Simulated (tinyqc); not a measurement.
Inside a calculation. Method: Hubbard ring of 4 sites. Computed by tinyqc, a small Python program that keeps every step. Settings: hopping = 1.47, U = 8.9, mixing = 1, iteration cap = 60. Command: `OMP_NUM_THREADS=1 python tinyqc.py 29754 29755 out.jsonl` (the two numbers bound the seeds that draw the settings). One thread of a shared host (Intel(R) Xeon(R) Processor @ 2.60GHz), about 0.2 s of CPU time with the checks.

one-body matrix (hopping and site energies) (eV), order 1, 2, 3, 4:
$$\begin{pmatrix}
-0.410000 & -1.470000 & 0.000000 & -1.470000 \\
-1.470000 & -0.400000 & -1.470000 & 0.000000 \\
0.000000 & -1.470000 & 0.830000 & -1.470000 \\
-1.470000 & 0.000000 & -1.470000 & 0.680000
\end{pmatrix}$$

U = 8.900000 eV

electrons, up and down: [1, 1]

n(up) at the start (a guess, not normalised): 1 0.250000, 2 0.250000, 3 0.250000, 4 0.250000

n(down) at the start (a guess): 1 0.250000, 2 0.250000, 3 0.250000, 4 0.250000

Each step fills the lowest levels of T + U n(other spin) and sets n(new) = n + mixing (n(out) - n); stop when output and input agree to 1e-8.

Course of the cycle:
```
iteration       E (eV)  largest |n(out) - n(in)|  mean |n_up - n_down|
1          -3.22666134                  9.70e-02              0.000000
2          -3.02899340                  1.37e-01              0.000000
3          -2.83093789                  1.82e-01              0.000000
4          -2.30606389                  2.38e-01              0.000000
5          -2.19342267                  2.78e-01              0.000000
6          -1.49270021                  3.27e-01              0.000000
7          -1.77827628                  3.48e-01              0.000000
8          -1.11950860                  3.69e-01              0.000000
9          -1.64117489                  3.76e-01              0.000000
10         -1.01621505                  3.85e-01              0.000000
11         -1.60541120                  3.87e-01              0.000000
...                ...                       ...                   ...
50         -1.11449372                  4.88e-01              0.000000
51         -1.41984847                  4.93e-01              0.000000
52         -1.12971712                  4.94e-01              0.000000
53         -1.39933274                  5.00e-01              0.000000
54         -1.14700779                  5.00e-01              0.000000
55         -1.37544208                  5.06e-01              0.000000
56         -1.16685756                  5.07e-01              0.000000
57         -1.34720270                  5.14e-01              0.000000
58         -1.18989482                  5.15e-01              0.000000
59         -1.31328555                  5.22e-01              0.000000
60         -1.21691229                  5.23e-01              0.000000
```

Can the last value be used, and what does the course show?

Not by the stop rule. Not converged within 60 iterations: the residual wanders without falling. The lowest mean-field energy found from random starts is -3.72803 eV. Reruns (cap 100 unless said): mixing 0.2: converged in 34 to a higher stationary point (E = -3.39642); mixing 0.5: converged in 13 to a higher stationary point (E = -3.39642); mixing 0.9: not converged; the original settings with a cap of 400: not converged.
